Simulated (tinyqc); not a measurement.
# Small-signal admittance of a forward-biased p+-n diode: two studies

Holes injected into a neutral base of width wb with an ohmic contact at its end; low injection, p0 far above the equilibrium density. A small voltage v exp(i w t), w = 2 pi f, modulates the edge density by p0 v/Vt, and the small-signal density obeys Dp d2p/dx2 = (1/tau + i w) p.

Inputs (values chosen for the exercise); permittivity close to that of germanium: temperature T = 350 K; relative permittivity eps_r = 16; donor density of the base Nd = 2.9e15 cm^-3; hole diffusion coefficient Dp = 34 cm^2/s; hole lifetime tau = 5e-7 s; width of the neutral base wb = 29 um; excess hole density at the junction edge p0 = 1.4e14 cm^-3; acceptor density of the p+ side Na = 2e19 cm^-3; series resistance Rs = 0.005 ohm cm^2; signal frequency f = 5.9e6 Hz.

Constants: q = 1.602176634e-19 C, kB = 1.380649e-23 J/K, Vt = kB T/q, eps0 = 8.8541878128e-14 F/cm where lengths are in cm. Results are converted to the units shown.

Each table varies one quantity; the others keep the values above.

## Admittance against frequency

L = sqrt(Dp tau); direct current J = (q Dp p0/L) coth(wb/L); k = sqrt(1 + i w tau)/L; diffusion admittance Y = (q Dp p0/Vt) k coth(k wb) = G + i w C_diff; junction capacitance C_j = sqrt(q eps0 eps_r Nd/(2 Vr)) in the depletion approximation, with the remaining barrier Vr = Vt ln(Na/p0), a rough value under forward bias; base-width modulation is left out. Measured admittance 1/[Rs + 1/(Y + i w C_j)].

The same in every row: C_j (uF/cm^2) = 0.03032.

Admittance against frequency:

| f (Hz) | w tau | G (S/cm^2) | C_diff (uF/cm^2) | measured G (S/cm^2) | measured C (uF/cm^2) | phase of the measured Y (degrees) |
|---|---|---|---|---|---|---|
| 4000 | 0.01257 | 10.11 | 0.6746 | 9.625 | 0.6387 | 0.09556 |
| 20000 | 0.06283 | 10.11 | 0.6746 | 9.625 | 0.6387 | 0.4778 |
| 70000 | 0.2199 | 10.11 | 0.6746 | 9.627 | 0.6387 | 1.671 |
| 3e5 | 0.9425 | 10.15 | 0.6738 | 9.666 | 0.6377 | 7.089 |
| 1e6 | 3.142 | 10.51 | 0.6657 | 10.07 | 0.6280 | 21.40 |
| 5e6 | 15.71 | 16.93 | 0.5277 | 16.80 | 0.4712 | 41.39 |
| 2e7 | 62.83 | 34.67 | 0.2712 | 33.88 | 0.2134 | 38.37 |
| 9e7 | 282.7 | 73.05 | 0.1287 | 67.84 | 0.07698 | 32.69 |
| 4e8 | 1257 | 153.8 | 0.06114 | 120.5 | 0.02055 | 23.20 |

G starts at J/Vt = 10.1 S/cm^2 and C_diff at (J tau/(2 Vt))(1 - 2 x/sinh 2x) = 0.675 uF/cm^2, x = wb/L = 0.703. Between the last two rows G goes as f^(0.50) and C_diff as f^(-0.50); the limits are 1/2 and -1/2, reached when the signal penetrates only sqrt(Dp/w). The measured C is 9.4 % below C_diff + C_j in the first row and 78 % below it in the last, the difference being due to Rs.

## Effect of the hole lifetime

Same model as above.

The same in every row: C_j (uF/cm^2) = 0.030320.

Effect of the hole lifetime:

| tau (s) | w tau | G (S/cm^2) | C_diff (uF/cm^2) | measured G (S/cm^2) | measured C (uF/cm^2) | phase of the measured Y (degrees) |
|---|---|---|---|---|---|---|
| 5e-9 | 0.18535 | 61.588 | 0.15267 | 47.190 | 0.10689 | 4.8000 |
| 2e-8 | 0.74142 | 32.465 | 0.28853 | 28.375 | 0.23540 | 17.095 |
| 1e-7 | 3.7071 | 20.932 | 0.44022 | 20.070 | 0.38321 | 35.292 |
| 5e-7 | 18.535 | 18.556 | 0.49467 | 18.421 | 0.43617 | 41.276 |
| 2e-6 | 74.142 | 18.128 | 0.50624 | 18.134 | 0.44736 | 42.444 |
| 1e-5 | 370.71 | 18.015 | 0.50940 | 18.059 | 0.45042 | 42.757 |
| 5e-5 | 1853.5 | 17.993 | 0.51004 | 18.044 | 0.45103 | 42.819 |

As tau goes from 5e-9 to 5e-5, G falls from 61.6 to 18.0 S/cm^2, C_diff rises from 0.153 to 0.510 uF/cm^2 and the measured C rises from 0.107 to 0.451 uF/cm^2. C_diff exceeds C_j in every row.

Computed by the program tinyqc: `OMP_NUM_THREADS=1 python tinyqc.py 2890204 2890205 out.jsonl`, one thread of a shared Intel Xeon 2.30GHz, about 0.01 s for the whole run.
